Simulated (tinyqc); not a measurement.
Q-state Potts model on a small periodic square lattice: enumeration, Metropolis, heat-bath and Wolff steps: one step, computed by the program tinyqc. Command: `OMP_NUM_THREADS=1 python tinyqc.py 3113955 3113956 out.jsonl potts walk`. One thread of a shared host (Intel(R) Xeon(R) Processor @ 2.30GHz), about 0.08 s of CPU time with the checks.

E = -J x (number of nearest-neighbour bonds with equal states); n x n sites with periodic edges have 2 n^2 bonds. Order parameter m = (q f - 1)/(q - 1), f being the largest share of one state. Sites are numbered row by row from 0. Here q = 3 and n = 3.

Task: Scales. K = J/(k_B T); the infinite square lattice orders at K_c = ln(1 + sqrt(q)); Wolff bond probability p = 1 - exp(-K).

Inputs (values chosen for the exercise, for a model of domains or grain orientations): number of states q = 3; coupling J = 37 meV; temperature T = 634 K.

Constants: k_B = 8.617333262e-05 eV/K.

Give: K; K_c; T_c of the infinite lattice; p.

Result:

K = 0.6772

K_c = 1.005

T_c of the infinite lattice = 427.2 K

p = 0.4920
